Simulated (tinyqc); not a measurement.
The pair band in time: hydrogenic impurity: series, fields, screening, photoionisation and donor-acceptor pairs. Computed by tinyqc, a small Python program. Command: `OMP_NUM_THREADS=1 python tinyqc.py 3022324 3022325 out.jsonl hydrogenic walk`. One thread of a shared host (Intel(R) Xeon(R) Processor @ 2.30GHz), about 0.01 s of CPU time with the checks.

One isotropic, parabolic band. Effective units: Ry* and a*, in which H = -nabla^2 - 2/r.

Inputs (values chosen for the exercise, modelled on ZnSe):

| quantity | value | unit |
|---|---|---|
| electron mass m | 0.148 | m_0 |
| dielectric constant eps | 8.98 | - |
| donor density N | 5.3e+16 | cm^-3 |
| gap E_g | 2.84 | eV |
| acceptor depth E_A | 110 | meV |
| rate prefactor W_0 | 4.6e+07 | 1/s |

Parts treated: electric field and pairs.

Constants: Ry = 13.605693123 eV; a_0 = 0.529177210903 angstrom; h x 1 THz = 4.135667696 meV; e^2/(4 pi eps_0) = 14.39964548 eV angstrom.

Method:
- Ry* = Ry m/eps^2, a* = a_0 eps/m; level n is bound by Ry*/n^2; <r> = (3/2) a* in 1s; lines 1s -> np at Ry* (1 - 1/n^2); 1 THz = 4.135667696 meV.
- Wigner-Seitz radius r_s = (3/(4 pi N))^(1/3); Mott criterion N_c^(1/3) a* = 0.26; overlap of two 1s orbitals at distance d: S = exp(-x)(1 + x + x^2/3), x = d/a*, with d = N^(-1/3).
- No-phonon line h nu(r) = E_g - Ry* - E_A + e^2/(4 pi eps_0 eps r); rate W(r) = W_0 exp(-2 r/a*), the donor being the shallower centre; lifetime 1/W; zero field.
- At delay t after a pulse the emission comes mostly from pairs with W(r) t = 1, so r = (a*/2) ln(W_0 t).

a* = 32.1082 angstrom

Ry* = 24.9706 meV

r_s = 165.150 angstrom

Dominant pairs:

| delay (s) | r (angstrom) | Coulomb term (meV) | photon energy (eV) |
|---|---|---|---|
| 1.00e-05 | 98.43 | 16.291 | 2.7213 |
| 1.00e-04 | 135.40 | 11.843 | 2.7169 |
| 1.00e-03 | 172.36 | 9.303 | 2.7143 |
| 1.00e-02 | 209.33 | 7.660 | 2.7127 |
| 1.00e-01 | 246.29 | 6.511 | 2.7115 |
| 1.00e+00 | 283.26 | 5.661 | 2.7107 |
| 1.00e+01 | 320.23 | 5.007 | 2.7100 |

Over six decades of delay the band moves down by 11.28 meV, since close pairs, which emit at higher energy, decay first; the shift per decade shrinks from 4.45 to 0.65 meV. At the donor density N = 5.3e+16 cm^-3 pairs as wide as in the last rows are rare, so those rows are formal.
